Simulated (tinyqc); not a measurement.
Worked calculation: donor near an oxide interface in a gate field (two-state model). Values are carried at full precision from step to step, so a last printed digit may differ when a step is redone from the rounded ones.

Interface at z = 0 (hard wall), donor at z = d, field F pulling electrons to the interface: potential e F z; 1 kV/cm = 1e-5 eV/angstrom, c = hbar^2/2m0, q = e^2/(4 pi eps0), Q = (eps - eo)/(eps + eo). Donor state: E_D = e F d - ED - q Q/(4 eps d), the last term joining the images of ion and electron. Interface state: z exp(-b z/2) exp(-rho^2/(2 L^2)) with E_z = c b^2/(4 mz) + 3 e F/b + q Q b/(8 eps), minimised over b; in the plane at z = 3/b the ion (distance D = d - 3/b) and its image (D' = d + 3/b) give E_rho = c/(mt L^2) - (q/eps)(sqrt(pi)/L)[erfcx(D/L) + Q erfcx(D'/L)], erfcx(x) = exp(x^2) erfc(x), minimised over L. E_I = E_z + E_rho.

Constants: hbar^2/2m0 = 3.80998211 eV angstrom^2; e^2/(4 pi eps0) = 14.39964547 eV angstrom.

Parameters, chosen for this exercise (near those of a donor in Si below SiO2, static dielectric constants; the results hold for these values, not for the real material):
- d = 110 angstrom (depth of the donor)
- ED = 46.5 meV (bulk binding energy)
- mz = 0.927 m0 (mass across the interface)
- mt = 0.189 m0 (mass in the plane)
- eps = 11.3 (dielectric constant of the semiconductor)
- eo = 3.9 (dielectric constant of the oxide)
- F = 53.9 kV/cm (field in the semiconductor)
- aD = 15.4 angstrom (donor radius)
- v = 0.33 (valley factor)

## The interface state across the interface

Solve c b/(2 mz) - 3 e F/b^2 + q Q/(8 eps) = 0; give Q, b, the three terms of E_z and <z> = 3/b.

Q = 0.4868
b = 0.08130 1/angstrom

kinetic, field and image terms (meV): 6.79  19.89  6.30

<z> = 36.9 angstrom

The image pushes the electron away from the oxide; without it <z> would be 32.5 angstrom.

## Binding in the plane

Give D, D', the best L, both terms and E_rho.

D, D' (angstrom): 73.1  146.9

L = 83.4 angstrom

kinetic and Coulomb terms (meV): 2.90  -16.30

E_rho = -13.40 meV

The bottom of the well lies at -21.7 meV, so the level is 38 % of the way up; L/D = 1.14. Above the critical field the ionised donor would thus still hold its electron as a dot at the interface.

## Where the electron sits

The two states couple by t = t0 exp(-D/aD) with t0 = q/(eps aD) (2 aD/L) sqrt(aD b/2) v, v a valley factor; this form is an estimate. With detuning u = E_D - E_I the splitting is sqrt(u^2 + 4 t^2) and the lower state has weight (1 - u/sqrt(u^2 + 4 t^2))/2 on the donor.

Give E_D, E_I, t, the splitting and the donor weight.

E_D, E_I (meV): 11.38  19.58

t = 0.0693 meV
splitting = 8.21 meV
donor weight = 1.000

The electron is on the donor; the contact hyperfine coupling scales with the donor weight. With this t, the tunnelling time pi hbar/(2t) at a crossing would be 14.9 ps (hbar = 6.58212e-16 eV s); here the detuning is 118 t.

## Critical field

Find F at which E_D = E_I; compare the rule e F d = ED. The crossing width is 4t/(e D), with t and D formed anew at that field.

critical field = 65.2 kV/cm
ED/(e d) = 42.3 kV/cm
width = 0.32 kV/cm

The confinement energy E_z = 37.0 meV raises the field needed and the attraction E_rho = -13.2 meV lowers it; the result is 1.54 times the simple rule.

## Checks

- E_z without images against 1.5 x 6^(2/3)/2 (c (e F)^2/mz)^(1/3), meV: both 26.27.
- E_rho from the radial equation in the full Coulomb well against the Gaussian trial function, meV: -13.5 against -13.4.

Run: tinyqc, `OMP_NUM_THREADS=1 python tinyqc.py 1252127 1252128 out.jsonl`; Intel(R) Xeon(R) Processor @ 2.30GHz, one thread, shared host; about 0.05 s of CPU time with all checks.
